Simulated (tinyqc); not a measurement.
Longitudinal sound in a periodic multilayer: transfer matrices, stop bands and folded phonons: one step, computed by the program tinyqc.

Layers 1 and 2 repeat with period d = d_1 + d_2; waves travel normal to the layers, without loss. State vector (u, s): displacement u and stress divided by omega. Impedances Z = rho v are in 1e6 kg/(m^2 s).

Task: Transfer matrix of one period. A layer maps (u, s) by [[cos p, sin p/Z], [-Z sin p, cos p]], p = 2 pi f d_i/v_i; one period is M = M_2 M_1, and cos(q d) = trace(M)/2.

Inputs (values chosen for the exercise, modelled on silica (layer 1), titanium nitride (layer 2) and silica (substrate)):

| quantity | value | unit |
|---|---|---|
| velocity v_1 | 5970 | m/s |
| thickness d_1 | 16.5 | nm |
| velocity v_2 | 10300 | m/s |
| thickness d_2 | 28.5 | nm |
| frequency f | 100 | GHz |

Z_2 = 54.693

Z_1 = 13.1937

Give: phase p_1; phase p_2; M; trace(M)/2.

Result:

phase p_1 = 1.737 rad

phase p_2 = 1.739 rad

M:
```
         1         2
1  -0.2070  -0.01546
2    11.07    -4.004
```

trace(M)/2 = -2.105

|trace/2| > 1: f lies in a stop band, and the amplitude falls by a factor 3.958 a period.
